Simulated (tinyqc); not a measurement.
From one set of inputs to another, one input at a time: Rutherford backscattering from a thin compound film on silicon: kinematics, yields, composition and thickness. Computed by tinyqc, a small Python program. Command: `OMP_NUM_THREADS=1 python tinyqc.py 3031584 3031585 out.jsonl rbs ladder`. One thread of a shared host (Intel(R) Xeon(R) Processor @ 2.30GHz), about 0.01 s of CPU time with the checks.

Singly charged helium ions (Z1 = 2, M1 = 4.0026 u) enter at the tilt angle a1 to the normal and leave at a2 = |180 - theta - tilt| in the same plane. The film is A B_x.

The inputs printed are set A. Set A is modelled on a helium beam on TiN; the values taken over come from a set modelled on a helium beam on TaN. Inputs not listed in the table keep their values of set A, so the rows need not describe a real material.

Inputs (values chosen for the exercise, modelled on a helium beam on TiN):

| quantity | value | unit |
|---|---|---|
| beam energy E0 | 2 | MeV |
| scattering angle theta | 150 | degrees |
| tilt of the sample | 30 | degrees |
| heavy element: Z_A | 22 | - |
| heavy element: mass M_A | 47.9 | u |
| heavy element: stopping eps_A at 2 MeV | 81 | 1e-15 eV cm^2 |
| light element: Z_B | 7 | - |
| light element: mass M_B | 14 | u |
| light element: stopping eps_B at 2 MeV | 33.8 | 1e-15 eV cm^2 |
| atoms of B per atom of A, x | 0.899 | - |
| atomic density of the film | 102 | 1/nm^3 |
| film thickness d | 12 | nm |
| collected charge | 12 | microcoulomb |
| detector solid angle | 2.7 | msr |
| detector resolution (FWHM) | 16 | keV |

Constants: e^2/(4 pi eps_0) = 14.39964548 eV angstrom; e = 1.602176634e-19 C.

Method:
- Kinematic factor K = [(sqrt(M^2 - M1^2 sin^2 theta) + M1 cos theta)/(M + M1)]^2.
- Surface edges lie at K E0; substrate silicon has M = 28.09 u. Mass resolution at M_A = resolution/(E0 dK/dM).
- Stopping per atom eps(E) = eps(2 MeV) (E/2 MeV)^(-0.4) (a law chosen for the exercise); Bragg rule eps_film = (eps_A + x eps_B)/(1 + x); areal density N d, with 1/nm^2 = 0.1 x 1e15/cm^2.
- Width of the signal of element i: [K_i eps(E0)/cos a1 + eps(K_i E0)/cos a2] N d; depth resolution = resolution x d/width of A; energy lost on the way in = eps(E0) N d/cos a1.
- Rutherford cross section in the laboratory frame: sigma = (Z1 Z e^2/(4 pi eps_0 4E))^2 (4/sin^4 theta) (r + cos theta)^2/r, r = sqrt(1 - (M1 sin theta/M)^2), times the screening factor 1 - 0.049 Z1 Z^(4/3)/E (E in keV); 1 angstrom^2 = 1e8 barn.
- Counts = (charge/e) x solid angle x sigma(E_mean) x areal density of the element/cos a1, E_mean = E0 - half the energy lost on the way in; 1 barn = 1e-24 cm^2. The ratio of areas returns x = (Y_B/Y_A)(sigma_A/sigma_B), with the counting error sqrt(1/Y_A + 1/Y_B).

Each row keeps all changes above it:

| input moved | from | to | mass resolution at M_A (u) | counting error of x without background (%) | energy lost on the way in (keV) |
|---|---|---|---|---|---|
| set A | - | - | 1.6673 | 3.5571 | 8.2901 |
| light element: stopping eps_B at 2 MeV (1e-15 eV cm^2) | 33.8 | 34.1 | 1.6673 | 3.5571 | 8.3101 |
| atomic density of the film (1/nm^3) | 102 | 85.8 | 1.6673 | 3.8797 | 6.9903 |
| film thickness d (nm) | 12 | 6.5 | 1.6673 | 5.2757 | 3.7864 |
| atoms of B per atom of A, x | 0.899 | 0.949 | 1.6673 | 5.2127 | 3.7456 |
| beam energy E0 (MeV) | 2 | 1.9 | 1.7551 | 4.9518 | 3.8232 |
| scattering angle theta (degrees) | 150 | 170 | 1.6838 | 5.3134 | 3.8232 |
| heavy element: stopping eps_A at 2 MeV (1e-15 eV cm^2) | 81 | 111 | 1.6838 | 5.3120 | 4.8350 |

Mass resolution at M_A goes from 1.67 to 1.68, a factor 1.010 in all. The largest single move comes from beam energy E0 (a factor 1.05), and scattering angle theta works against it (a factor 0.959). Counting error of x without background goes from 3.56 to 5.31, a factor 1.49 in all. The largest single move comes from film thickness d (a factor 1.36), and beam energy E0 works against it (a factor 0.950). Energy lost on the way in goes from 8.29 to 4.84, a factor 0.583 in all. The largest single move comes from film thickness d (a factor 0.542), and heavy element: stopping eps_A at 2 MeV works against it (a factor 1.26). The single moves hold for this order of the switches; the total does not depend on the order.

Extremes, crossings and ranges named in words are read from the listed rows.
